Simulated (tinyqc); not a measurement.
What moves the results: dielectric confinement in a thin film (image charges). A value that a table varies takes the place of the one given here.

A film |z| < t/2 of dielectric constant eps between half-spaces of dielectric constant e2; lam = (eps - e2)/(eps + e2), q = e^2/(4 pi eps0). The self-energy of a band edge is taken with the high-frequency value, e2 = eh, and the field of a fixed ion with the static one, e2 = eo. A charge at z has images lam^|n| at n t + (-1)^n z. Its self-energy is S(z) = (q/2 eps) sum over n >= 1 of lam^n [1/(n t - 2z) + 1/(n t + 2z)] for odd n and 2 lam^n/(n t) for even n; at the centre S(0) = -(q/(eps t)) ln(1 - lam).

Donor at the centre, lam from the static eo, trial function cos(pi z/t) exp(-rho/l): E(l) = c/(m l^2) - (q/eps) times the integral over k of F(k t) (1 + (k l/2)^2)^(-3/2), with F(x) = F0 + 2 lam exp(-x) G/(1 - lam exp(-x)), F0 = 2[(1 - exp(-x/2))/x + x (1 + exp(-x/2))/(x^2 + 4 pi^2)], G = 2 sinh(x/2)[1/x - x/(x^2 + 4 pi^2)]; c = hbar^2/2m0. The binding energy is -E at the minimum, counted from the subband edge with its self-energy.

Constants: e^2/(4 pi eps0) = 14.39964547 eV angstrom; hbar^2/2m0 = 3.80998211 eV angstrom^2; Ry = 13.60569312 eV.

Parameters, chosen for this exercise (near those of a Ge film between layers of Si3N4; the results hold for these values, not for the real material): eps = 15.9 (dielectric constant of the film); eh = 3.9 (high-frequency dielectric constant outside); eo = 7.3 (static dielectric constant outside); m = 0.148 m0 (mass in the plane); mz = 0.121 m0 (mass across the film); ts = (10, 15, 22, 32, 48, 70, 100) angstrom (thicknesses); t = 46 angstrom (film thickness).

## Thinning the film

<S> is the mean over (2/t) cos^2(pi z/t); confinement c (pi/t)^2/mz; donor binding with and without images.

Results:
```
t (angstrom)  <S> (meV)  confinement (meV)  binding, no images (meV)  binding (meV)  l (angstrom)
10                 96.5             3107.7                      27.2           68.3          24.7
15                 64.3             1381.2                      25.6           58.1          27.7
22                 43.9              642.1                      23.8           49.1          31.0
32                 30.2              303.5                      21.8           41.2          34.9
48                 20.1              134.9                      19.4           33.6          39.8
70                 13.8               63.4                      17.1           27.5          45.2
100                 9.6               31.1                      14.9           22.6          51.3
```

What does this show, and why?

Between 100 and 10 angstrom the binding goes from 22.6 to 68.3 meV; quantum confinement alone would take it from 14.9 to 27.2, so the images supply +7.6 and +41.2 meV. |<S>| goes as 1/t and exceeds the confinement energy beyond 322 angstrom. Hard-wall energies above 300 meV (up to t = 32 angstrom) overstate the confinement: walls are finite and valleys non-parabolic.

## Choice of the surrounding dielectric

The same film between different dielectrics; in this table one value e2 serves for both eo and eh.

Results:
```
case         lam  <S> (meV)  binding (meV)  l (angstrom)
e2 = 1     0.882       45.9           94.6          34.6
e2 = 2.5   0.728       28.8           63.7          35.9
e2 = 3.9   0.606       21.0           50.4          37.0
e2 = 7.5   0.359       10.3           33.7          39.4
e2 = 16   -0.003       -0.1           19.6          43.4
e2 = 25   -0.222       -4.9           13.8          46.4
e2 = 80   -0.668      -13.0            5.7          55.3
```

What does this show, and why?

The binding spans a factor 16.6, from 95 meV in vacuum to 5.7 meV for e2 = 80; going from 3.9 to 25 changes it by -36.5 meV and the band edge by -25.9 meV, so the binding responds 1.41 times as much as the edge (for an orbit much smaller than t the binding would change by twice the change of S(0), -44.6 meV; here l/t = 0.80 for e2 = 3.9).

## What each parameter does

<S> is the mean over (2/t) cos^2(pi z/t). Each row changes one parameter from the base and keeps the others.

Results:
```
case             lam from eh  <S> (meV)  binding (meV)  l (angstrom)
base                   0.606       21.0           34.4          39.2
t = 40 angstrom        0.606       24.1           36.9          37.5
eps = 14.3             0.571       21.3           37.5          37.0
eo = 10.2              0.606       21.0           27.3          40.8
eh = 5.1               0.514       16.4           34.4          39.2
m = 0.178 m0           0.606       21.0           37.5          34.7
```

What can be read from the table?

The largest shifts from the base row, up to three for each result and ties (the steps differ in size, so this ranks the rows, not the parameters). lam from eh: eh -0.092, eps -0.035; unchanged at the printed digits by t, eo and m. <S> (meV): eh -4.5, t +3.1, eps +0.3; unchanged at the printed digits by eo and m. binding (meV): eo -7.0, eps +3.2, m +3.2; unchanged at the printed digits by eh. l (angstrom): m -4.5, eps -2.3, t -1.8; unchanged at the printed digits by eh.

tinyqc: `OMP_NUM_THREADS=1 python tinyqc.py 1281128 1281129 out.jsonl`; about 0.06 s, one thread, shared Intel(R) Xeon(R) Processor @ 2.30GHz.
